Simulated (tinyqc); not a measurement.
Layer against dose: implant damage, amorphisation by cascade overlap, and solid-phase epitaxial regrowth. Computed by tinyqc, a small Python program. Command: `OMP_NUM_THREADS=1 python tinyqc.py 3112797 3112798 out.jsonl sper walk`. One thread of a shared host (Intel(R) Xeon(R) Processor @ 2.30GHz), about 0.01 s of CPU time with the checks.

Range and width of the damage are inputs. Dynamic annealing enters only through the surviving share f.

Inputs (values chosen for the exercise, modelled on germanium ions in silicon):

| quantity | value | unit |
|---|---|---|
| atomic density N | 49.9 | 1/nm^3 |
| ion Z1 | 32 | - |
| ion mass M1 | 72.6 | u |
| target Z2 | 14 | - |
| target mass M2 | 28.09 | u |
| ion energy E | 37 | keV |
| displacement energy E_d | 16 | eV |
| depth of the damage peak R_d | 24 | nm |
| width of the damage profile s_d | 12 | nm |
| share of defects that survive f | 0.34 | - |
| critical displaced share x_c | 0.15 | - |
| dose Q | 1.5e+14 | 1/cm^2 |

Constants: a_0 = 0.529177210903 angstrom; e^2/(4 pi eps_0) = 14.39964548 eV angstrom.

Method. Robinson partition: eps = E a M2/(Z1 Z2 (e^2/(4 pi eps_0)) (M1 + M2)), a = 0.8853 a_0/sqrt(Z1^(2/3) + Z2^(2/3)); k = 0.0793 Z1^(2/3) Z2^(1/2) (M1 + M2)^(3/2)/((Z1^(2/3) + Z2^(2/3))^(3/4) M1^(3/2) M2^(1/2)); damage energy T_d = E/(1 + k (eps + 0.40244 eps^(3/4) + 3.4008 eps^(1/6))); displacements nu = 0.8 T_d/(2 E_d). Displaced share x(z) = f nu Q exp(-(z - R_d)^2/(2 s_d^2))/(sqrt(2 pi) s_d N); the layer is amorphous where x > x_c, between R_d -/+ s_d sqrt(2 ln(x_max/x_c)), the upper edge being cut at the surface. Threshold dose Q_c = Q x_c/x_max.

threshold dose Q_c = 9.54424e+13 1/cm^2

displacements per ion nu = 693.813

Dose series; the last column is f nu Q erfc((z2 - R_d)/(sqrt2 s_d))/2:

| Q (1/cm^2) | x_max | upper edge (nm) | lower edge (nm) | displaced atoms beyond z2 (1/cm^2) |
|---|---|---|---|---|
| 1.05e+14 | 0.1650 | 18.757 | 29.243 | 8.2009e+15 |
| 1.43e+14 | 0.2247 | 13.209 | 34.791 | 6.2157e+15 |
| 2.39e+14 | 0.3756 | 7.741 | 40.259 | 4.9454e+15 |
| 3.82e+14 | 0.6004 | 4.014 | 43.986 | 4.3172e+15 |
| 6.68e+14 | 1.0498 | 0.328 | 47.672 | 3.8237e+15 |
| 1.15e+15 | 1.8074 | 0.000 | 50.774 | 3.4821e+15 |
| 2.39e+15 | 3.7562 | 0.000 | 54.455 | 3.1435e+15 |
| 4.77e+15 | 7.4967 | 0.000 | 57.564 | 2.9020e+15 |

What does the comparison show, and why?

A dose 45 times larger moves the lower edge from 29.2 to 57.6 nm, as the root of a logarithm, and the damage beyond it falls by a factor 2.8, since the edge lies on an ever steeper tail. The layer reaches the surface at Q_c exp(R_d^2/(2 s_d^2)) = 7.05e14 per cm^2.
